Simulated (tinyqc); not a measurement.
Pariser-Parr-Pople SCF with singles CI, for the molecule C=C1C=CC(F)=C1 (SMILES; centres numbered as the heavy atoms are written), step by step. One step of it, computed by the program tinyqc.

Question. Singles CI, singlets. Over the 4 single excitations with the smallest orbital gaps: A = (e_a - e_i) delta + 2 (ia|jb) - (ij|ab), with (pq|rs) = sum c_mp c_mq gamma_mn c_nr c_ns. f = 2/3 w |mu|^2 in atomic units, mu = sqrt2 sum c_ia sum_m c_mi c_ma R_m.

orbital energies (eV): [-18.400118, -14.622825, -11.032638, -10.073795, -1.968765, 2.869228, 3.164076]

coefficients, order 1C, 2C, 3C, 4C, 5C, 6F, 7C:
$$\begin{pmatrix}
0.018634 & 0.349579 & -0.543019 & -0.105686 & 0.664328 & -0.067397 & -0.354308 \\
0.050912 & 0.551611 & -0.432495 & -0.057196 & -0.307406 & 0.118126 & 0.627979 \\
0.046784 & 0.420582 & 0.218877 & -0.545542 & -0.373745 & -0.444647 & -0.371487 \\
0.098049 & 0.350846 & 0.553876 & -0.277767 & 0.329141 & 0.606164 & 0.087129 \\
0.290023 & 0.278608 & 0.374896 & 0.434390 & 0.319255 & -0.567064 & 0.292467 \\
0.943011 & -0.223846 & -0.150819 & -0.145644 & -0.072244 & 0.094527 & -0.050109 \\
0.108976 & 0.381848 & 0.009969 & 0.633152 & -0.330163 & 0.293021 & -0.496453
\end{pmatrix}$$

repulsion gamma_rs (eV), order 1C, 2C, 3C, 4C, 5C, 6F, 7C:
$$\begin{pmatrix}
11.130000 & 7.554850 & 5.124062 & 3.743461 & 3.743043 & 2.875965 & 5.124061 \\
7.554850 & 11.130000 & 7.554850 & 5.519866 & 5.518526 & 3.860941 & 7.552804 \\
5.124062 & 7.554850 & 11.130000 & 7.553862 & 5.519866 & 3.861400 & 5.520570 \\
3.743461 & 5.519866 & 7.553862 & 11.130000 & 7.554850 & 5.439767 & 5.520570 \\
3.743043 & 5.518526 & 5.519866 & 7.554850 & 11.130000 & 8.694651 & 7.552804 \\
2.875965 & 3.860941 & 3.861400 & 5.439767 & 8.694651 & 21.400000 & 5.439766 \\
5.124061 & 7.552804 & 5.520570 & 5.520570 & 7.552804 & 5.439766 & 11.130000
\end{pmatrix}$$

Centres (angstrom, eV; a flat drawing with bonds scaled to 1.40 angstrom):
```
centre          x          y  core charge z          W   gamma_rr
1C       2.464000  -0.572000              1  11.160000  11.130000
2C       1.133000  -0.139000              1  11.160000  11.130000
3C       0.700000   1.192000              1  11.160000  11.130000
4C      -0.700000   1.192000              1  11.160000  11.130000
5C      -1.133000  -0.139000              1  11.160000  11.130000
6F      -2.464000  -0.572000              2  39.000000  21.400000
7C       0.000000  -0.962000              1  11.160000  11.130000
```

Give: singlet CI matrix; singlet excitation energies; oscillator strengths.

Answer.

singlet CI matrix (eV), order 4>5, 3>5, 2>5, 4>6:
$$\begin{pmatrix}
2.7340 & 0.3363 & 0.0544 & -0.0274 \\
0.3363 & 5.0080 & 0.2238 & -0.6082 \\
0.0544 & 0.2238 & 7.3067 & -0.2327 \\
-0.0274 & -0.6082 & -0.2327 & 7.3836
\end{pmatrix}$$

singlet excitation energies (eV): [2.6844, 4.8967, 7.1263, 7.7250]

oscillator strengths: [0.0433, 0.8185, 0.2836, 0.6831]
